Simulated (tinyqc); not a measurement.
Domain walls in a thin film with perpendicular anisotropy: Bloch, Neel and chiral walls, motion and stripe domains: one step, computed by the program tinyqc. Command: `OMP_NUM_THREADS=1 python tinyqc.py 3019413 3019414 out.jsonl mwall walk`. One thread of a shared host (Intel(R) Xeon(R) Processor @ 2.30GHz), about 0.01 s of CPU time with the checks.

One-dimensional wall: polar angle theta(x), azimuth phi of the moment in the wall (phi = 0 Neel, 90 degrees Bloch). mu_0 = 1.25663706212e-6 T m/A, gamma = 1.76085963023e11 rad/(s T).

Problem. Velocity under current. Spin-orbit drive: B_SL = hbar theta_SH J/(2 e M_s t) acts as the field (pi/2) B_SL cos(phi). Steady state: v = (gamma Delta/alpha)(pi/2) B_SL cos(phi) = gamma Delta [B_D sin(phi) - (B_K/2) sin(2 phi)], B_K = 2 K_D/M_s, B_D = pi D/(2 M_s Delta); the root with phi between its rest value and 90 degrees; v saturates at v_D = gamma Delta B_D.

Inputs (values chosen for the exercise, for a model film):

| quantity | value | unit |
|---|---|---|
| saturation magnetisation M_s | 756 | kA/m |
| DMI constant D | 1.8 | mJ/m^2 |
| thickness t | 1.9 | nm |
| damping alpha | 0.075 | - |
| current density J | 0.058 | 1e12 A/m^2 |
| spin Hall angle theta_SH | 0.13 | - |

Drive: spin-orbit torque.

K_D = 30.47944 kJ/m^3

width parameter Delta = 4.939076 nm

azimuth phi = 0 degrees

Constants: hbar = 1.054571817e-34 J s; e = 1.602176634e-19 C.

Give: B_SL; azimuth in motion; velocity; saturation velocity v_D.

Solution.

B_SL = 1.728 mT

azimuth in motion = 3.061 degrees

velocity = 31.42 m/s

saturation velocity v_D = 658.6 m/s

v is 5 % of v_D: still rising with current. Caution: pinning, heating and tilting of the wall are left out.
